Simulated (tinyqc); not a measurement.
Gas flow in a process chamber: flow regimes, conductance, effective pumping speed, pump-down, outgassing and purge: one step, computed by the program tinyqc.

Ideal gas, isothermal flow, a pump of constant speed at the end of a round pipe; process gas, volume gas and outgassing are given the same properties. 1 sccm = 101325 Pa x 1e-6 m^3/60 s x T/273.15 K.

Task: Time to base pressure. From the outgassing limit: t = 1 h x (q_1 A/(S_eff p_target))^(1/n) - 10 s; monolayer time at the target = 1e19 m^-2 x 4 k_B T/(p c) for unit sticking.

Inputs (values chosen for the exercise, modelled on water vapour near room temperature):
```
quantity                     value            unit
temperature T                  293               K
wall area                     0.61             m^2
outgassing rate after 1 h  2.7e-06  Pa m^3/(s m^2)
outgassing exponent n         0.75               -
target base pressure         5e-06              Pa
```

S_eff in molecular flow = 25.03357 L/s

mean speed c = 586.7371 m/s

Constants: k_B = 1.380649e-23 J/K.

Give: time to the target; monolayer time.

Result:

time to the target = 31.062 h

monolayer time = 55.157 s
